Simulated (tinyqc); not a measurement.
# Interface traps from C-V curves, high-low and Terman methods: subthreshold swing with traps

MOS capacitor on an n-type substrate; psi is the band bending, negative in depletion; only majority carriers are counted. At the bending psi the Fermi level lies y = xi - psi below the conduction edge at the surface, xi = Vt ln(Nc/Nd). Dit(y) = D0 + D1 exp(-y/E1); traps fill up to the Fermi level, follow the bias and a slow signal, and do not follow a fast one. V is the gate voltage from flat band.

Cox = 3.9 eps0/EOT, LD = sqrt(eps0 eps_r Vt/(q Nd)), u = psi/Vt, Cd = (eps0 eps_r/(sqrt(2) LD)) |exp(u) - 1|/sqrt(exp(u) - u - 1). At psi = -0.326 V the swing of a transistor with this gate would be S = Vt ln 10 (1 + (Cd + q Dit)/Cox), Dit as above.

Values chosen for this exercise; band and dielectric values close to those of gallium nitride: temperature T = 300 K; relative permittivity eps_r = 9.56; conduction-band density of states at T Nc = 2.33e18 cm^-3; donor density Nd = 7.2e16 cm^-3; equivalent oxide thickness EOT = 19 nm; band-tail density at the conduction edge D1 = 7.4e12 cm^-2 eV^-1; decay energy of the tail E1 = 0.16 eV.

Constants: q = 1.602176634e-19 C, kB = 1.380649e-23 J/K, Vt = kB T/q, eps0 = 8.8541878128e-14 F/cm where lengths are in cm. Results are converted to the units shown.

Result of one run:

| Dit (cm^-2 eV^-1) | q Dit/Cox | S (mV/decade) |
|---|---|---|
| 7.600e11 | 0.6700 | 141.2 |

Which trap density far from the band edge D0 gave this result: 2.5e10, 2.1e11, 6.2e11, 1.8e12 or 5.3e12 cm^-2 eV^-1?

D0 = 2.1e11 cm^-2 eV^-1.

The whole series:

| D0 (cm^-2 eV^-1) | Dit (cm^-2 eV^-1) | q Dit/Cox | S (mV/decade) |
|---|---|---|---|
| 8.5e9 | 5.585e11 | 0.4924 | 130.6 |
| 2.5e10 | 5.750e11 | 0.5069 | 131.5 |
| 7.3e10 | 6.230e11 | 0.5492 | 134.0 |
| 2.1e11 | 7.600e11 | 0.6700 | 141.2 |
| 6.2e11 | 1.170e12 | 1.031 | 162.7 |
| 1.8e12 | 2.350e12 | 2.072 | 224.6 |
| 5.3e12 | 5.850e12 | 5.157 | 408.3 |
| 1.5e13 | 1.555e13 | 13.71 | 917.3 |

S rises from 131 to 917 mV/decade; without traps it is 101. The traps add 10 mV/decade at Dit = 1.91e11 cm^-2 eV^-1 and equal Cox at 1.13e12.

Computed by the program tinyqc: `OMP_NUM_THREADS=1 python tinyqc.py 2030007 2030008 out.jsonl`, one thread of a shared Intel Xeon 2.30GHz, about 0.01 s for the whole run.
